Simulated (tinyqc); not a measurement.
MOSFET in the linear regime without short-channel effects, parameter extraction from computed curves: one step of the calculation.

Inversion charge Q = Cox n Vt W0(exp((Vg - VT)/(n Vt))), W0 the Lambert function and n = nf; u = Q/Cox; mobility mu = mu0/(1 + th1 u + th2 u^2); channel resistance Rch = (L - dL)/(W mu Q); Id = Vd/(Rch + Rsd/W). Cox = eps0 eox/tox. Small Vd, no channel-length or drain effects.

Problem. The Y function. Y_i = Id_i/sqrt(gm_i). For Id = beta Vd x/(1 + th x), x = Vg - VT, Y = sqrt(beta Vd) x whatever th. Slope s from points 6 and 9; VT_Y = Vg - Y/s at point 9; beta = s^2/Vd; mobility beta L/(W Cox) with the drawn L; th* = (beta Vd x/Id - 1)/x at point 9.

Values chosen for this exercise; channel values of the order met in silicon transistors: relative permittivity of the gate insulator (close to silicon dioxide) eox = 3.9; insulator thickness tox = 6.3 nm; low-field mobility mu0 = 300 cm^2/(V s); second mobility attenuation factor th2 = 0 1/V^2; gate width W = 0.5 um; drawn gate length L = 0.09 um; drawn less effective length dL = 0.012 um; drain voltage Vd = 0.02 V.

Constants: eps0 = 8.8541878128e-14 F/cm where lengths are in cm. Results are converted to the units shown.

```
point  Vg (V)      Id (uA)
0        0.25  0.010318188
1        0.35  0.089622901
2        0.45   0.52330111
3        0.55    1.5308039
4        0.65    2.8333954
5        0.75    4.1922665
6        0.85    5.5122025
7        0.95    6.7598042
8        1.05    7.9255452
9        1.15    9.0095381
10       1.25    10.015835
```

gm, point 1 to 9 (uS): 2.5649146  7.2059050  11.550472  13.307313  13.394035  12.837689  12.066714  11.248669  10.451447

Find: Y; s; VT_Y; beta; mobility from Y; th*.

Solution.

Y, point 1 to 9 (uA^0.5 V^0.5): 0.05596  0.1949  0.4504  0.7767  1.145  1.538  1.946  2.363  2.787
s = 4.161 uA^0.5 V^-0.5
VT_Y = 0.4803 V
beta = 865.8 uA/V^2
mobility from Y = 284.3 cm^2/(V s)
th* = 0.4289 1/V

The mobility from Y is 18 % below mu0 L/(L - dL) = 346 cm^2/(V s), which it should reach in deep inversion when th2 = 0.

Program tinyqc, `OMP_NUM_THREADS=1 python tinyqc.py 2210027 2210028 out.jsonl`; Intel Xeon 2.30GHz, shared host, one thread, about 0.01 s.
